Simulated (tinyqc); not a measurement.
# Changing the starting thickness h0

Model: spin coating of a resist or spin-on film: centrifugal thinning, evaporation and the final thickness (Emslie and Meyerhofer models). Computed by tinyqc, a small Python program. Command: `OMP_NUM_THREADS=1 python tinyqc.py 3110080 3110081 out.jsonl spincoat sweep`. One thread of a shared host (Intel(R) Xeon(R) Processor @ 2.30GHz), about 0.3 s of CPU time with the checks.

A Newtonian film stays uniform over the wafer; solvent and solids have the same density and the concentration is uniform through the thickness.

Inputs (values chosen for the exercise, of the order of those of a polymer resist in an ester solvent): solids volume fraction c0 = 0.33; kinematic viscosity of the solvent nu_s = 0.65 mm^2/s; viscosity constant k = 320 mm^2/s; viscosity exponent gamma = 2.8; spin speed f = 1500 rpm; evaporation rate at 1000 rpm e0 = 0.26 micrometre/s; time t = 0.47 s; wafer radius R = 150 mm; shrinkage in the bake = 0.94 %.

Method:
- omega = 2 pi f/60; nu(c) = nu_s + k c^gamma; evaporation rate e = e0 sqrt(f/1000 rpm).
- Flow constant K = 2 omega^2/(3 nu(c0)); Reynolds number of the air omega R^2/nu_air with nu_air = 15 mm^2/s.
- dh/dt = -K h^3 gives h = h0/sqrt(1 + 2 K h0^2 t); for long times h = 1/sqrt(2 K t).
- Full model for solids s and liquid l per area, h = s + l, c = s/h: ds/dt = -c Q, dl/dt = -(1 - c) Q - e, Q = 2 omega^2 h^3/(3 nu(c)); integrated adaptively (relative tolerance 1e-9) until l = 0.
- Dry film = s at l = 0, before the bake; film after the bake = s x (1 - shrinkage).

One run for each value:
```
starting thickness h0 (micrometre)  dry film (nm)  h(t) without evaporation (micrometre)  time to dry (s)
20                                         2651.2                                 16.830           19.094
39                                         2702.7                                 24.340           19.997
75                                         2709.9                                 28.768           20.229
280                                        2711.1                                 30.960           20.306
540                                        2711.1                                 31.099           20.310
1000                                       2711.1                                 31.136           20.311
2000                                       2711.1                                 31.147           20.312
```

Give the missing row, starting thickness h0 (micrometre) = 140.

Computed row:
```
starting thickness h0 (micrometre)  dry film (nm)  h(t) without evaporation (micrometre)  time to dry (s)
140                                        2710.9                                 30.407           20.288
```

Interpolating between the two neighbouring rows (the first column on a logarithmic scale, the others too where they are positive) misses most in h(t) without evaporation (micrometre), by 2.0 %. Over the rows, dry film (nm) rises from 2650 to 2710; h(t) without evaporation (micrometre) rises from 16.8 to 31.1 (exponent d ln y / d ln x 0.55 between the first rows and 5.2e-4 between the last); time to dry (s) rises from 19.1 to 20.3. The exponent of dry film stays between 0.00 and 0.03, near 0: the excess is flung off.

Extremes, crossings and ranges named in words are read from the listed rows.
